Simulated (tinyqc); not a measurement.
## Bias-temperature instability, empirical power law with universal recovery: effect of the measurement delay

Threshold-voltage shift at the end of a stress: dV = A (V/V0)^g exp[-(Ea q/kB)(1/T - 1/T0)] (t/1 s)^n. After a delay tr the permanent share pp stays and the rest falls by r = 1/(1 + B (tr/t)^be). An empirical model: its parameters are fits, not properties.

At V0 and T0. The apparent n comes from the measured shifts at ts/100 and ts, and the projection extends that line from ts to ten years (3.15576e8 s).

Parameters, values chosen for the exercise:

| symbol | value | unit | meaning |
|---|---|---|---|
| V0 | 1.8 | V | reference stress voltage |
| T0 | 373 | K | reference temperature |
| A | 18 | mV | shift after 1 s at V0 and T0 |
| n | 0.17 |  | time exponent |
| g | 4.6 |  | voltage exponent |
| Ea | 0.11 | eV | apparent activation energy of the shift |
| pp | 0.19 |  | permanent share |
| B | 2.3 |  | recovery scale |
| be | 0.2 |  | recovery dispersion |
| ts | 1000 | s | stress time |

Constants: q = 1.602176634e-19 C, kB = 1.380649e-23 J/K. Results are converted to the units shown.

The same in every row: true shift (mV) = 501.33.

Effect of the measurement delay:
```
tr (s),share left at ts,apparent n,projected shift (mV)
1e-6,0.97151,0.17900,545.86
1e-5,0.95576,0.18369,569.86
0.0001,0.93205,0.19039,604.87
0.001,0.89735,0.19943,653.01
0.01,0.84854,0.21074,712.53
0.1,0.78361,0.22338,772.26
1,0.70339,0.23541,807.26
10,0.61283,0.24420,786.13
```

The share left falls from 0.972 to 0.613 and the apparent n rises from 0.179 to 0.244. The projection is 8.9 % above the true ten-year shift in the first row and 57 % above it in the last: a lower start and a steeper slope work against each other.

Numbers from tinyqc (`OMP_NUM_THREADS=1 python tinyqc.py 2070118 2070119 out.jsonl`; about 0.01 s on one thread of a shared Intel Xeon 2.30GHz).
